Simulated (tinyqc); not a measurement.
Estimate of lattice thermal conductivity from elastic moduli (Slack, Klemens and Cahill formulas): one step, computed by the program tinyqc. Command: `OMP_NUM_THREADS=1 python tinyqc.py 3014575 3014576 out.jsonl slack walk`. One thread of a shared host (Intel(R) Xeon(R) Processor @ 2.30GHz), about 0.01 s of CPU time with the checks.

An isotropic solid.

Problem. Point defects and grains. High-temperature forms with the classical heat capacity. Klemens: kappa/kappa_0 = arctan(u)/u, u^2 = pi^2 Theta V Gamma kappa_0/(h v_m^2). Grains: 1/kappa_poly = 1/kappa + 1/(C v_m d/3), C = 3 k_B/(n V), the acoustic branches alone.

Inputs (values chosen for the exercise, for a model crystal):
```
quantity                     value        unit
volume per atom V             33.1  angstrom^3
atoms per primitive cell n       5           -
temperature T                 1200           K
disorder parameter Gamma    0.0015           -
grain size d                  4700          nm
```

Grueneisen parameter: from the Poisson ratio.

kappa of the perfect crystal = 0.2280148 W/(m K)

Debye temperature Theta = 119.4556 K

v_m = 1288.267 m/s

Constants: h = 6.62607015e-34 J s; k_B = 1.380649e-23 J/K.

Give: disorder scale u; kappa with point defects; grain-boundary limit; kappa of the polycrystal.

Solution.

disorder scale u = 0.11017

kappa with point defects = 0.22710 W/(m K)

grain-boundary limit = 505.11 W/(m K)

kappa of the polycrystal = 0.22700 W/(m K)

For small u the loss is about u^2/3 = 0.004. Grains remove a further 0 %.
